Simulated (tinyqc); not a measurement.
Special k points of the bcc lattice: sweeps and comparisons. A value that a table varies takes the place of the one given here.

Lattice vectors in units of a: a1 = (-1/2, 1/2, 1/2), a2 = (1/2, -1/2, 1/2), a3 = (1/2, 1/2, -1/2); reciprocal vectors b_i with a_i . b_j = 2 pi delta_ij. Mesh: k = sum_i f_i b_i with f_i = (2 j_i + shift)/(2 N), j_i = 0 .. N-1. The point group of the lattice has 48 operations; only those that map the mesh onto itself are used.

A_m(k) = sum over the m-th star of lattice vectors R of cos(k . R), stars in order of length: m = 1: |R|^2 = 0.75, 8 vectors, such as (1, 1, 1) in the basis a_i; m = 2: |R|^2 = 1, 6 vectors, such as (1, 1, 0) in the basis a_i; m = 3: |R|^2 = 2, 12 vectors, such as (2, 1, 1) in the basis a_i; m = 4: |R|^2 = 2.75, 24 vectors, such as (2, 2, 1) in the basis a_i; m = 5: |R|^2 = 3, 8 vectors, such as (2, 2, 2) in the basis a_i; m = 6: |R|^2 = 4, 6 vectors, such as (2, 2, 0) in the basis a_i. The zone mean of every A_m is zero.

Test function, the lower band of a two-band insulator: E(k) = -sqrt(D^2 + (e0 - t A_1(k))^2).

Values chosen for the exercise (the lattice of W; shifted at random, so the results belong to these values and not to a real crystal): D = 2.24 eV (half gap term); t = 0.55 eV (coupling); e0 = 2.24 eV (offset); N = 4 (points along each reciprocal vector); shift = 1 (half steps).

## Mesh size and shift

Errors of the mean of E against the unshifted mesh with N = 24. The fifth column is |R|^2 of the shortest star with a non-zero mean.

Meshes:
```
mesh       points  irreducible  operations  |R|^2 missed  error (meV)
1 Gamma         1            1          48          0.75      280.656
1 shifted       1            1          48          0.75    -3615.213
2 Gamma         8            3          48          3.00     -248.369
2 shifted       8            2          48          3.00      224.601
3 Gamma        27            4          48          6.75       -5.134
3 shifted      27            4          48          6.75       16.255
4 Gamma        64            8          48         12.00        0.906
4 shifted      64            6          48         12.00       -2.347
5 Gamma       125           10          48         18.75       -0.080
5 shifted     125           10          48         18.75        0.034
6 Gamma       216           16          48           >24       -0.009
6 shifted     216           14          48           >24        0.083
```

reference mean = -3.39244 eV

The shifted mesh has the smaller error for 2 of 6 values of N and the larger for 4. The cheapest mesh within 1 meV is 4 Gamma, with 8 irreducible points. A mesh misses the lattice vectors N (n1 a1 + n2 a2 + ...); the half shift gives each the sign (-1)^(n1 + n2 + ...), so the 8 shortest ones add up to -8 in place of 8: their term only changes sign. The shift keeps the full symmetry; it leaves fewer irreducible points for N = 2, 4 and 6.

## Gap and mesh density

D takes the values listed; errors against the unshifted mesh with N = 30, for unshifted meshes.

Errors (meV):
```
D (eV)  reference (eV)     N = 2   N = 4   N = 6   N = 8
0.2            -2.3924  -395.773  47.872  -1.262  -2.021
0.4            -2.4315  -381.177  30.948  -0.505  -1.164
0.8            -2.5618  -346.060  12.934   0.137  -0.272
1.5            -2.9112  -290.314   3.017   0.053  -0.010
2.5            -3.5804  -236.993   0.670  -0.012   0.001
4.0            -4.7850  -190.576   0.258  -0.004   0.000
```

The first listed N from which the error stays below 0.5 meV is none for D = 0.2, none for D = 0.4, 6 for D = 0.8, 6 for D = 1.5, 6 for D = 2.5, 4 for D = 4 eV. A larger D makes the function smoother, so its Fourier coefficients fall faster with |R|; single entries change sign along a column, so a small error on one coarse mesh can be a cancellation.

## One point for the whole zone

The mean-value (Baldereschi) point is taken at k = (2 pi/a) (0.1667, 0.1667, 0.5), that is f = (0.25, 0.25, -0.0833); the reference is the mesh with N = 24.

Single points:
```
point                    A_1     A_2     A_3     A_4   E (eV)
Gamma                  8.000   6.000  12.000  24.000  -3.1118
mean-value point       0.000   0.000  -3.000   0.000  -3.1678
zone-face centre b1/2  0.000  -2.000  -4.000   0.000  -3.1678
```

reference mean = -3.3924 eV

The mean-value point makes A_1, A_2 and A_4 vanish. Its error is +225 meV, against +281 meV at Gamma and +225 meV at b1/2. E is not linear in A_1; its powers hold sums of nearest vectors and a non-zero mean, so this point is not exact. A_1 has the same value at b1/2, and E depends on A_1 alone, so this test cannot tell the two points apart.

## What moves the zone average

Mean of E over the mesh, and its error against the unshifted mesh with N = 24. Each row changes one parameter from the base and keeps the others.

Results:
```
case          mean (eV)  error (meV)  irreducible points
base            -3.3948        -2.35                   6
N = 5           -3.3924         0.03                  10
shift = 0       -3.3915         0.91                   8
D = 1.568 eV    -2.9562        -4.75                   6
t = 0.715 eV    -3.5603        -6.20                   6
```

The largest shifts from the base row, up to three for each result and ties (the steps differ in size, so this ranks the rows, not the parameters). mean (eV): D +0.4386, t -0.1655, shift +0.0033. error (meV): t -3.86, shift +3.25, D -2.41. irreducible points: N +4, shift +2; unchanged at the printed digits by D and t.

Program tinyqc; command `OMP_NUM_THREADS=1 python tinyqc.py 1651727 1651728 out.jsonl`; about 0.2 s on one thread of a shared Intel(R) Xeon(R) Processor @ 2.30GHz.
